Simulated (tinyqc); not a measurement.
Ratio and sensitivities against delay: time-domain thermoreflectance: layered heat flow under a modulated pulse train, and what the signal ratio measures. Computed by tinyqc, a small Python program. Command: `OMP_NUM_THREADS=1 python tinyqc.py 3113159 3113160 out.jsonl tdtr walk`. One thread of a shared host (Intel(R) Xeon(R) Processor @ 2.30GHz), about 0.2 s of CPU time with the checks.

Pulses repeat at 80 MHz; heat is laid down at the surface, all layers are isotropic, and the film is in perfect contact with the substrate.

Inputs (values chosen for the exercise, modelled on aluminium on 4H-SiC):

| quantity | value | unit |
|---|---|---|
| metal thickness d | 90 | nm |
| metal conductivity | 130 | W/(m K) |
| metal heat capacity | 2.42 | MJ/(m^3 K) |
| boundary conductance G under the metal | 61 | MW/(m^2 K) |
| film thickness | 34 | nm |
| film conductivity | 0.71 | W/(m K) |
| film heat capacity | 2.4 | MJ/(m^3 K) |
| substrate conductivity kappa | 334 | W/(m K) |
| substrate heat capacity C | 2.23 | MJ/(m^3 K) |
| modulation frequency f | 1 | MHz |
| spot radius w (1/e^2, pump and probe) | 14 | micrometre |

Stack: metal, film, substrate.

Method:
- For radial wave number k and angular frequency W each layer has u = sqrt(4 pi^2 k^2 + i W C/kappa) and gamma = kappa u. Surface impedance from below: Z = 1/gamma for the substrate; a layer of thickness L maps Z to (Z + tanh(u L)/gamma)/(1 + gamma Z tanh(u L)); a boundary adds 1/G.
- Response per absorbed watt H(W) = 2 pi int_0^(2/w) Z(k, W) exp(-pi^2 k^2 w^2) k dk by 20 Gauss-Legendre points.
- Signal: X + iY = sum_(m = -M..M) H(2 pi (f + m f_r)) exp(i 2 pi m f_r t) exp(-pi (m/M)^2 x 4), f_r = 80 MHz, M = 4000, with H(-W) the complex conjugate of H(W); V_in = X, V_out = Y, ratio = -V_in/V_out.
- Sensitivity S = ln(ratio'/ratio)/ln(1.01) for a rise of one input by 1 %.

Ratio and sensitivities:

| t (ps) | ratio | S to kappa | S to G | S to d | S to C | S to w | S to film conductivity |
|---|---|---|---|---|---|---|---|
| 100 | 7.0388 | 0.40507 | 0.066891 | -0.80572 | 0.14224 | -0.29906 | 0.25246 |
| 200 | 6.9327 | 0.40393 | 0.059437 | -0.80991 | 0.14139 | -0.29832 | 0.24494 |
| 400 | 6.7730 | 0.40197 | 0.050150 | -0.78308 | 0.13999 | -0.29701 | 0.23232 |
| 800 | 6.5129 | 0.39857 | 0.039092 | -0.73956 | 0.13760 | -0.29470 | 0.21050 |
| 1500 | 6.1488 | 0.39355 | 0.027620 | -0.68008 | 0.13401 | -0.29131 | 0.17765 |
| 2500 | 5.7224 | 0.38760 | 0.015370 | -0.61106 | 0.12947 | -0.28745 | 0.13388 |
| 4000 | 5.1863 | 0.38043 | -0.001389 | -0.52222 | 0.12320 | -0.28333 | 0.07172 |

What does the comparison show, and why?

The largest sensitivity in size at 100 ps is to d (-0.81). At 400 ps an error of 3 % in d passes on as 6 % in kappa.

Extremes, crossings and ranges named in words are read from the listed rows.
